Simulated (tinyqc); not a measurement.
Current of a Schottky diode by thermionic-emission-diffusion theory, and its read-back from I-V-T and C-V data. Changing the standard deviation sigma. Computed by tinyqc, a small Python program. Command: `OMP_NUM_THREADS=1 python tinyqc.py 3003616 3003617 out.jsonl schottky sweep`. One thread of a shared host (Intel(R) Xeon(R) Processor @ 2.30GHz), about 0.01 s of CPU time with the checks.

Full ionisation, no tunnelling, no recombination current. V is the voltage across the junction itself, forward positive.

Inputs (values chosen for the exercise, modelled on n-type silicon):
```
quantity                                     value          unit
Richardson constant A*                         115  A/(cm^2 K^2)
effective density of states at 300 K, N_c  2.7e+19        1/cm^3
permittivity eps                              11.7             -
mobility mu                                   1200    cm^2/(V s)
barrier without image force phi_0 (mean)     0.815            eV
doping N                                     4e+15        1/cm^3
junction voltage V                            0.36             V
temperature T                                  300             K
relative change of sigma^2 with bias, rho     0.45           1/V
```

Barrier: Gaussian spread of heights.

Constants: k_B = 8.617333262e-05 eV/K; e = 1.602176634e-19 C; eps_0 = 8.8541878128e-12 F/m.

Method:
- N_c(T) = N_c (T/300 K)^(3/2); V_bi = phi_0 - (k_B T/e) ln(N_c(T)/N); surface field F = sqrt(2 e N (V_bi - V - k_B T/e)/(eps eps_0)); image lowering d_phi = sqrt(e F/(4 pi eps eps_0)); effective barrier phi = phi_0 - d_phi - sigma^2 (1 - rho V)/(2 k_B T).
- Collection velocity v_R = A* T^2/(e N_c(T)); diffusion velocity v_D = mu F; J = e N_c(T) v_R/(1 + v_R/v_D) exp(-phi/k_B T) [exp(e V/k_B T) - 1].
- Ideality n = (e/k_B T)/(d ln J/dV) by a central difference of +/- 1 mV; J_0 = J exp(-e V/(n k_B T)); apparent barrier phi_IV = k_B T ln(A* T^2/J_0); a C-V plot gives phi_CV = phi_0, the mean without lowering.
- A least-squares line of ln(J_0/T^2) against 1/(k_B T) gives a barrier (minus the slope) and a Richardson constant (exp of the intercept).

One run for each value; columns: (1) standard deviation sigma (meV); (2) apparent barrier phi_IV (eV); (3) ideality factor n; (4) phi_CV - phi_IV (meV); (5) Richardson constant from the plot (A/(cm^2 K^2)):
```
(1)      (2)     (3)     (4)         (5)
10   0.79338  1.0261   21.62  2.3822e+02
25   0.78323  1.0309   31.77  1.5569e+02
40   0.76437  1.0400   50.63  7.0660e+01
55   0.73681  1.0536   78.19  2.2272e+01
70   0.70054  1.0720  114.46  4.8753e+00
85   0.65558  1.0958  159.42  7.4114e-01
100  0.60190  1.1256  213.10  7.8245e-02
115  0.53953  1.1623  275.47  5.7368e-03
130  0.46845  1.2072  346.55  2.9211e-04
```

Describe and explain the trends.

Over the rows, apparent barrier phi_IV (eV) falls from 0.793 to 0.468 (exponent d ln y / d ln x -0.014 between the first rows and -1.2 between the last); ideality factor n rises from 1.03 to 1.21 (exponent d ln y / d ln x 0.0051 between the first rows and 0.31 between the last); phi_CV - phi_IV (meV) rises from 21.6 to 347 (exponent d ln y / d ln x 0.42 between the first rows and 1.9 between the last). The gap between C-V and I-V barriers grows as sigma^2/(2 k_B T), since capacitance averages the barrier while current seeks its low parts.

Extremes, crossings and ranges named in words are read from the listed rows.
